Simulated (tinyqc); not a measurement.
Worked calculation: Hueckel theory of the pi electrons, for the molecule Oc1ccc2cccccc1-2 (SMILES; centres numbered as the heavy atoms are written). One step of it, computed by the program tinyqc.

Task: Orbitals. Diagonalise; E = alpha + x beta with beta < 0, so the largest x are filled first; degenerate levels share their electrons. P = sum n_i c_ri c_si; each orbital has its largest coefficient positive (the first on a tie).

Hueckel matrix in units of beta (H = alpha + beta A), lower triangle:
```
           1O        2C        3C        4C        5C        6C        7C        8C
1O   2.000000
2C   0.800000  0.000000
3C   0.000000  1.000000  0.000000
4C   0.000000  0.000000  1.000000  0.000000
5C   0.000000  0.000000  0.000000  1.000000  0.000000
6C   0.000000  0.000000  0.000000  0.000000  1.000000  0.000000
7C   0.000000  0.000000  0.000000  0.000000  0.000000  1.000000  0.000000
8C   0.000000  0.000000  0.000000  0.000000  0.000000  0.000000  1.000000  0.000000
9C   0.000000  0.000000  0.000000  0.000000  0.000000  0.000000  0.000000  1.000000
10C  0.000000  0.000000  0.000000  0.000000  0.000000  0.000000  0.000000  0.000000
11C  0.000000  1.000000  0.000000  0.000000  1.000000  0.000000  0.000000  0.000000

           9C       10C       11C
9C   0.000000
10C  1.000000  0.000000
11C  0.000000  1.000000  0.000000
```

pi electrons, sum of z_r less the charge = 12

Give: x values; occupations; coefficients; charge and bond-order matrix P.

Result:

x values: 2.545  2.083  1.592  1.321  0.860  0.360  -0.401  -0.759  -1.613  -1.881  -2.107

occupations: 2.000  2.000  2.000  2.000  2.000  2.000  0.000  0.000  0.000  0.000  0.000

coefficients:
```
       MO1     MO2     MO3     MO4     MO5     MO6     MO7     MO8
1O   0.650   0.606   0.261  -0.191  -0.128  -0.257  -0.021   0.087
2C   0.443   0.063  -0.133   0.162   0.182   0.528   0.063  -0.300
3C   0.256  -0.078  -0.306   0.019   0.602   0.119  -0.308  -0.032
4C   0.209  -0.226  -0.353  -0.137   0.336  -0.485   0.061   0.324
5C   0.276  -0.393  -0.257  -0.200  -0.314  -0.294   0.284  -0.214
6C   0.141  -0.317   0.060  -0.474  -0.262   0.102  -0.475  -0.352
7C   0.083  -0.267   0.352  -0.427   0.088   0.331  -0.093   0.481
8C   0.071  -0.239   0.500  -0.089   0.338   0.017   0.512  -0.013
9C   0.097  -0.232   0.444   0.309   0.202  -0.325  -0.112  -0.471
10C  0.176  -0.243   0.207   0.497  -0.164  -0.134  -0.467   0.371
11C  0.352  -0.275  -0.115   0.348  -0.343   0.276   0.300   0.190

        MO9    MO10    MO11
1O    0.095  -0.057   0.058
2C   -0.429   0.276  -0.299
3C    0.521  -0.299   0.031
4C   -0.411   0.285   0.235
5C    0.142  -0.237  -0.526
6C    0.087   0.337   0.319
7C   -0.282  -0.397  -0.147
8C    0.368   0.409  -0.009
9C   -0.311  -0.373   0.167
10C   0.134   0.292  -0.342
11C   0.095  -0.176   0.554
```

charge and bond-order matrix P, lower triangle:
```
         1O      2C      3C      4C      5C      6C      7C      8C
1O    1.953
2C    0.203   1.111
3C   -0.144   0.650   1.085
4C    0.029  -0.183   0.642   1.172
5C    0.056  -0.226  -0.096   0.603   1.042
6C    0.026  -0.072  -0.224   0.015   0.590   0.856
7C   -0.062   0.190   0.039  -0.237  -0.004   0.661   1.002
8C    0.002   0.012   0.176   0.020  -0.216   0.142   0.638   0.870
9C    0.075  -0.230  -0.007   0.198  -0.052  -0.238   0.010   0.640
10C  -0.036   0.030  -0.209  -0.079   0.165  -0.184  -0.237   0.144
11C  -0.123   0.587  -0.041  -0.241   0.383   0.166  -0.050  -0.218

         9C    10C    11C
9C    1.004
10C   0.659  0.850
11C  -0.010  0.594  1.055
```
